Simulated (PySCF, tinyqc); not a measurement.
Worked calculation (part 3 of 3): RHF in the 6-31g basis, for H4, spin multiplicity 1. The lowest restricted solution is unstable here: a spin-polarised one lies 0.0119 hartree lower (PySCF). Computed by tinyqc, a small Python program that keeps every step (integrals from PySCF). Command: `OMP_NUM_THREADS=1 python tinyqc.py 24230 24231 out.jsonl` (the two numbers bound the seeds that draw the settings). One thread of a shared host (Intel(R) Xeon(R) Processor @ 2.60GHz), about 0.05 s of CPU time with the checks.

Geometry (angstrom):
```
atom        x        y        z
H     0.00000  0.00000  0.00000
H     0.00000  0.00000  1.26300
H     0.00000  0.00000  2.58500
H     0.00000  0.00000  3.84800
```

## Populations, bond orders and dipole

D after iteration 9:
```
          1H 1s     1H 2s     2H 1s     2H 2s     3H 1s     3H 2s     4H 1s     4H 2s
1H 1s   0.13226   0.18811   0.12766   0.21419  -0.00096  -0.05731  -0.04299  -0.07529
1H 2s   0.18811   0.26922   0.17671   0.30316  -0.01659  -0.10488  -0.07529  -0.12664
2H 1s   0.12766   0.17671   0.13711   0.21096   0.04272   0.01171  -0.00096  -0.01659
2H 2s   0.21419   0.30316   0.21096   0.34816   0.01171  -0.07243  -0.05731  -0.10488
3H 1s  -0.00096  -0.01659   0.04272   0.01171   0.13711   0.21096   0.12766   0.17671
3H 2s  -0.05731  -0.10488   0.01171  -0.07243   0.21096   0.34816   0.21419   0.30316
4H 1s  -0.04299  -0.07529  -0.00096  -0.05731   0.12766   0.21419   0.13226   0.18811
4H 2s  -0.07529  -0.12664  -0.01659  -0.10488   0.17671   0.30316   0.18811   0.26922
```

overlap S:
```
         1H 1s    1H 2s    2H 1s    2H 2s    3H 1s    3H 2s    4H 1s    4H 2s
1H 1s  1.00000  0.65829  0.12067  0.31149  0.00032  0.02895  0.00000  0.00067
1H 2s  0.65829  1.00000  0.31149  0.63169  0.02895  0.14598  0.00067  0.01407
2H 1s  0.12067  0.31149  1.00000  0.65829  0.10015  0.29001  0.00032  0.02895
2H 2s  0.31149  0.63169  0.65829  1.00000  0.29001  0.60455  0.02895  0.14598
3H 1s  0.00032  0.02895  0.10015  0.29001  1.00000  0.65829  0.12067  0.31149
3H 2s  0.02895  0.14598  0.29001  0.60455  0.65829  1.00000  0.31149  0.63169
4H 1s  0.00000  0.00067  0.00032  0.02895  0.12067  0.31149  1.00000  0.65829
4H 2s  0.00067  0.01407  0.02895  0.14598  0.31149  0.63169  0.65829  1.00000
```

Mulliken: Z minus the diagonal of D S on the atom; Loewdin: the same with S^(1/2) D S^(1/2); Mayer order: 2 sum_s sum (D(s) S)_ij (D(s) S)_ji over the two atoms.

Charges (e):
```
atom  Mulliken   Loewdin
1H     0.04152   0.00315
2H    -0.04152  -0.00315
3H    -0.04152  -0.00315
4H     0.04152   0.00315
```

Mayer bond orders:
```
pair     order
2-1    0.92820
3-1   -0.01903
3-2    0.07072
4-1    0.08637
4-2   -0.01903
4-3    0.92820
```

dipole moment about the origin, x y z (debye): 0.00000  0.00000  0.00000
